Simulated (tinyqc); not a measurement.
MOS inversion layer, Poisson-Schroedinger loop: one step of the calculation.

Electrons confined at an insulator interface at z = 0, treated as a hard wall; parabolic valleys, Hartree approximation, no image or exchange terms. The depletion charge lies far deeper than the electrons and gives a uniform field q Nd/(eps0 eps_r); the gate balances all charge. Energies are counted from the band edge at the interface.

Question. Density, output potential and mixing. n_i = sum_k N_k |psi_k|^2 (converted to cm^-3). Hartree part by Gauss: on the interval before node i the electrons still beyond are S_i = Ns - hz sum_(j<i) n_j, and U_i = U_(i-1) + q S_i hz/(eps0 eps_r) in eV, U_0 = 0 at the interface. Mixing: U(new) = U + a (U(out) - U).

Values chosen for this exercise; masses and permittivity close to those of In0.53Ga0.47As:
- eps_r = 14 (relative permittivity)
- Ns = 9.8e11 cm^-2 (sheet density of electrons)
- a = 0.7 (mixing factor)

Constants: q = 1.602176634e-19 C, eps0 = 8.8541878128e-14 F/cm where lengths are in cm. Results are converted to the units shown.

```
node  z (nm)  self-consistent potential U at the start (eV)  |psi|^2 of A1 (1/nm)  |psi|^2 of A2 (1/nm)
1        1.5                                              0            0.07166457            0.06593151
2          3                                              0            0.17420718            0.08686163
3        4.5                                              0            0.18716608            0.01357743
4          6                                              0            0.12954219            0.01776769
5        7.5                                              0            0.06594371            0.10050229
6          9                                              0            0.02639730            0.14532512
7       10.5                                              0            0.00865247            0.12038003
8         12                                              0            0.00238653            0.06986050
9       13.5                                              0            0.00056498            0.03104585
10        15                                              0            0.00011653            0.01110318
11      16.5                                              0            0.00002118            0.00329471
12        18                                              0            0.00000342            0.00082343
13      19.5                                              0            0.00000048            0.00016985
14        21                                              0            0.00000005            0.00002344
```

N_k (cm^-2): A1 9.7448397e11, A2 5.5160275e9

Find: n; U(out); U after round 1.

Answer.

```
node  n (1e18 cm^-3)  U(out) (eV)  U after round 1 (eV)
1             0.7020     0.019000              0.013300
2             1.7024     0.035958              0.025171
3             1.8247     0.047966              0.033576
4             1.2633     0.054667              0.038267
5             0.6482     0.057694              0.040386
6             0.2653     0.058836              0.041185
7             0.0910     0.059207              0.041445
8             0.0271     0.059313              0.041519
9             0.0072     0.059341              0.041539
10            0.0017     0.059347              0.041543
11            0.0004     0.059349              0.041544
12            0.0001     0.059349              0.041544
13            0.0000     0.059349              0.041544
14            0.0000     0.059349              0.041544
```

Computed by the program tinyqc: `OMP_NUM_THREADS=1 python tinyqc.py 2160080 2160081 out.jsonl`, one thread of a shared Intel Xeon 2.30GHz, about 0.4 s for the whole run.
